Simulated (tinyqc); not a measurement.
Cabrera-Mott growth of a thin oxide under its own electric field: one step, computed by the program tinyqc. Command: `OMP_NUM_THREADS=1 python tinyqc.py 3031575 3031576 out.jsonl cabrera walk`. One thread of a shared host (Intel(R) Xeon(R) Processor @ 2.30GHz), about 0.02 s of CPU time with the checks.

Electrons cross the film freely and set a fixed potential V across it; the field V/x lowers the barrier for ions entering the oxide.

Task: Thickness after time t. u = u0 exp(-W/(k_B T)), X1 = z b V/(k_B T) with V in volts and k_B T in eV; dx/dt = u exp(X1/x). t(x) = int_(x0)^x dx / (dx/dt) by Gauss-Legendre quadrature (80 points on each side of (x0 + 2 x)/3), solved for x.

Inputs (values chosen for the exercise, for a model metal):

| quantity | value | unit |
|---|---|---|
| Mott potential V | 0.9 | V |
| temperature T | 450 | K |
| starting thickness x0 | 3.3 | angstrom |
| time t | 540000 | s |

Backward hops: ignored.

u = 6.793809e-08 angstrom/s

X1 = 30.17175 angstrom

Give: thickness x; rate at time t; field at time t.

Result:

thickness x = 8.1334 angstrom

rate at time t = 2.7744e-06 angstrom/s

field at time t = 11.065 MV/cm

X1/x = 3.71: the field term still rules. Caution: the starting field or rate is formal: the first layers form as fast as oxygen arrives.
